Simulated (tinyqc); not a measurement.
Thin film between two gates, subbands and threshold shift from confinement: confinement against the film thickness.

Undoped body with a flat potential across it, hard walls, transport along x. Three valley pairs (g = 2 each) with the longitudinal mass along x, y or z. Non-parabolicity enters the subband edges through E (1 + al E) = gamma, so E = 2 gamma/(1 + sqrt(1 + 4 al gamma)); motion within a subband is taken as parabolic with the band-edge mass. Energies are counted from the bulk band edge.

gamma = C (pi k/(t + dl))^2/mz, C = hbar^2/(2 m0). Each subband has N_k = g sqrt(mx my) m0 kB T/(pi hbar^2); without degeneracy n = exp(EF/Vt) sum N_k exp(-E_k/Vt). Classical value Nc times t, Nc = sum over valleys of 2 g (m m0 kB T/(2 pi hbar^2))^1.5 with m = (mx my mz)^(1/3). Threshold shift dVT = Vt ln(classical value/sum N_k exp(-E_k/Vt)). With degeneracy n = sum N_k F((EF - E_k)/Vt), F(x) = ln(1 + exp(x)); gate: Vg = EF + q n/(Cg P), P = 2 (both faces), summed over the 60 lowest subbands at most, with Vg counted from the value that would put EF at the bulk band edge of an empty body. The last two columns are for Vg = 0.7 V; sensitivity d(dVT)/dt by central differences between 0.99 and 1.01 times the value.

Inputs (values chosen for the exercise); masses close to those of silicon:
- T = 400 K (temperature)
- ml = 0.927 m0 (longitudinal mass)
- mt = 0.192 m0 (transverse mass)
- al = 0.5 1/eV (non-parabolicity)
- dl = 0 nm (widening of the box by penetration into the insulator)
- Cg = 2.2 uF/cm^2 (gate capacitance per area of interface)

Constants: q = 1.602176634e-19 C, kB = 1.380649e-23 J/K, hbar = 1.054571817e-34 J s, m0 = 9.1093837015e-31 kg, Vt = kB T/q, hbar^2/(2 m0) = 0.0380998212 eV nm^2. Results are converted to the units shown.

Result of one run:
```
E_1 (meV)	gap to the next edge (meV)	dVT (mV)	sensitivity (mV/nm)	n/P (cm^-2)	share of the lowest subband (%)
18.20	52.74	41.18	-12.65	8.901e12	40.18
```

Which film thickness (along z) t gave this result: 3.6, 4.7, 6.3 or 11 nm?

t = 4.7 nm.

The whole series:
```
t (nm)	E_1 (meV)	gap to the next edge (meV)	dVT (mV)	sensitivity (mV/nm)	n/P (cm^-2)	share of the lowest subband (%)
2	96.73	249.1	111.8	-75.54	7.111e12	99.41
2.7	54.18	148.0	78.48	-30.00	7.748e12	87.66
3.6	30.82	87.39	58.23	-18.35	8.404e12	60.27
4.7	18.20	52.74	41.18	-12.65	8.901e12	40.18
6.3	10.17	29.91	26.59	-6.259	9.287e12	27.01
8.4	5.732	17.00	17.69	-2.838	9.565e12	19.09
11	3.347	9.974	12.47	-1.424	9.778e12	13.97
15	1.801	5.384	8.530	-0.6830	9.990e12	9.837
20	1.014	3.035	6.060	-0.3576	1.016e13	7.188
```

As t grows from 2 to 20 nm, E_1 falls from 96.7 to 1.01 meV and dVT falls from 112 to 6.06 mV. E_1 goes as t^(-1.93) at the thin end (-2 for a parabolic band without penetration); a thickness error of 0.2 nm moves the threshold by 15 mV in the first row and 0.072 mV in the last. The charge per interface area rises from 7.11e12 to 1.02e13 cm^-2. For t = 2, 2.7 the body is too thin for bulk effective masses to be reliable. In every row the charge in the last two columns would bend the potential across the body by some 30 mV or more, which is left out.

Numbers from tinyqc (`OMP_NUM_THREADS=1 python tinyqc.py 2350148 2350149 out.jsonl`; about 0.1 s on one thread of a shared Intel Xeon 2.30GHz).
